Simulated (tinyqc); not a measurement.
# Counting rate against photon rate

True rate n = nph PDP (dark counts neglected); measured n/(1 + n td) for a non-paralysable detector, n exp(-n td) for a paralysable one.

Parameters, values chosen for the exercise:
- td = 20 ns (dead time)

PDP = 0.19

Counting rate against photon rate:
```
nph (1/s)	n td	non-paralysable (1/s)	paralysable (1/s)
2.6e6	0.009880	4.892e5	4.891e5
6.1e6	0.02318	1.133e6	1.132e6
1.4e7	0.05320	2.526e6	2.522e6
3.2e7	0.1216	5.421e6	5.384e6
7.4e7	0.2812	1.097e7	1.061e7
1.7e8	0.6460	1.962e7	1.693e7
4e8	1.520	3.016e7	1.662e7
9.1e8	3.458	3.878e7	5.445e6
2.1e9	7.980	4.443e7	1.366e5
```

Read the table: what changes, and by how much?

The non-paralysable rate climbs towards 1/td = 5.00e7 1/s and reaches 0.889 of it. The paralysable rate goes from 4.89e5 through a maximum of 1.69e7 (at nph = 1.7e8 1/s among the rows listed) to 1.37e5 1/s; its true maximum, 1/(e td) = 1.84e7 1/s, lies at n td = 1, so a measured rate below that has two possible causes.

Program tinyqc, `OMP_NUM_THREADS=1 python tinyqc.py 2630070 2630071 out.jsonl`; Intel Xeon 2.30GHz, shared host, one thread, about 0.01 s.
